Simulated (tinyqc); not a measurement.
Resistance of a tapered via with liner, size effect and interface: two fill metals against the diameter.

A round via whose diameter grows from db at the bottom as D(z) = db + 2 z/tan(ang). The fill, of diameter D - 2 tl, starts above the bottom liner (thickness fb tl) and has rho = rho0 (1 + ks lam/(D - 2 tl)); the sidewall liner conducts in parallel with it. The bottom liner and the interface are crossed over the full area pi db^2/4. Spreading in the lines above and below is left out.

Slices between z0 = fb tl and hv, evaluated at their midpoints: conductance per length pi/4 [(D - 2 tl)^2/rho + (D^2 - (D - 2 tl)^2)/rl], slice resistance = slice height over that. 2000 slices. R_fill = sum of the slices; R_bottom = rl fb tl/(pi db^2/4); R_interface = ri/(pi db^2/4). The second fill has rho2, lam2 and tl2 in place of rho0, lam and tl.

Values chosen for this exercise; fill metal close to cobalt: height hv = 16 nm; sidewall angle ang = 85 degrees; bulk resistivity of the fill rho0 = 6.03 uohm cm; mean free path of the fill lam = 11.5 nm; size-effect factor ks = 1.6; liner on the sidewall tl = 1.6 nm; liner at the bottom over that on the sidewall fb = 0.5; resistivity of the liner rl = 180 uohm cm; interface resistivity at the bottom ri = 8.3e-13 ohm cm^2; ballistic conductance per area, about 3/(4 rho0 lam) Sb = 1e15 S/m^2; bulk resistivity of the second fill (close to tungsten) rho2 = 5.42 uohm cm; its mean free path lam2 = 15.3 nm; its liner tl2 = 3.8 nm.

Result of one run:

| R, first fill (ohm) | R, second fill (ohm) | ratio second/first |
|---|---|---|
| 0.7125 | 1.236 | 1.735 |

Which diameter at the bottom db gave this result: 12, 24, 49, 70 or 100 nm?

db = 70 nm.

The whole series:

| db (nm) | R, first fill (ohm) | R, second fill (ohm) | ratio second/first |
|---|---|---|---|
| 12 | 43.15 | 118.8 | 2.754 |
| 17 | 17.50 | 37.93 | 2.167 |
| 24 | 7.606 | 14.43 | 1.897 |
| 35 | 3.207 | 5.718 | 1.783 |
| 49 | 1.529 | 2.671 | 1.747 |
| 70 | 0.7125 | 1.236 | 1.735 |
| 100 | 0.3370 | 0.5841 | 1.733 |

The ratio goes from 2.75 to 1.73. The first fill gives the lower R in every row.

Numbers from tinyqc (`OMP_NUM_THREADS=1 python tinyqc.py 2750068 2750069 out.jsonl`; about 0.01 s on one thread of a shared Intel Xeon 2.30GHz).
